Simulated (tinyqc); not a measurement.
Binding against carrier density: donor level screened by free carriers (Yukawa potential).

Screening wave number: Debye ks^2 = 4 pi q n/(eps kB T); Thomas-Fermi ks^2 = 6 pi q n/(eps EF) with EF = c (3 pi^2 n/gv)^(2/3)/m, c = hbar^2/2m0; the two are joined by 1/ks^2 = sqrt(1/ks_D^4 + 1/ks_TF^4). 1e18/cm^3 = 1e-6/angstrom^3, q = e^2/(4 pi eps0).

Potential -(q/(eps r)) exp(-ks r), q = e^2/(4 pi eps0). In units Ry* = Ry m/eps^2 and a* = a0 eps/m the problem is [-Laplacian - 2 exp(-x r)/r] psi = E psi with x = ks a*.

Converged values use 18 functions exp(-z r), z = 1.55^i, i = -11 to 6: S = 2/A^3, H = z_i z_j S - 2/(A + x)^2, A = z_i + z_j.

Constants: e^2/(4 pi eps0) = 14.39964547 eV angstrom; kB = 8.617333262e-05 eV/K; hbar^2/2m0 = 3.80998211 eV angstrom^2.

Parameters, chosen for this exercise (near those of a donor in Ge, with one mean mass; not measured data):
```
symbol  value                                 unit         meaning
m       0.167                                 m0           mass
eps     16.3                                               dielectric constant
gv      4                                                  valleys
T       400                                   K            temperature
nl      (0.02, 0.068, 0.2, 0.68, 2, 6.8, 20)  x 1e18/cm^3  densities
```

Ry* = 8.5519 meV
a* = 51.650 angstrom

x from the joined ks; converged 1s binding (dash: x above 1.17, at or past the limit 1.19 where the state unbinds).

Results:
```
n (1e18/cm^3)  EF/kB T  1/ks (angstrom)      x  binding (meV)  n^(1/3) a*
0.020             0.02            394.0  0.131           6.51       0.140
0.068             0.04            213.7  0.242           5.07       0.211
0.20              0.09            124.7  0.414           3.26       0.302
0.68              0.19             67.9  0.761           0.93       0.454
2.0               0.40             40.1  1.289              -       0.651
6.8               0.90             23.1  2.238              -       0.979
20                1.85             15.7  3.289              -       1.402
```

The binding falls from 6.5 to 0.9 meV (bare value 8.6); it passes half the bare value between 0.068 and 0.2 x 1e18/cm^3. The level is unbound, or bound by less than 0.001 Ry*, from 2 x 1e18/cm^3 on; as the density rises, it is lost by the time n^(1/3) a* reaches 0.65. x grows with exponent 0.50 in n at the start and 0.36 at the end (1/2 for Debye, 1/6 for Thomas-Fermi screening). The level survives to n^(1/3) a* = 0.45, past the 0.26 of the Mott rule, which corresponds to x = 1 for one valley with degenerate screening; here the level lasts until x = 1.19, the screening is at most the degenerate value, and overlap of donors is left out.

Computed by tinyqc, a small Python program: `OMP_NUM_THREADS=1 python tinyqc.py 1250740 1250741 out.jsonl` (the numbers bound the seed that draws the inputs); one thread of a shared host (Intel(R) Xeon(R) Processor @ 2.30GHz), about 0.01 s for the whole set of steps.
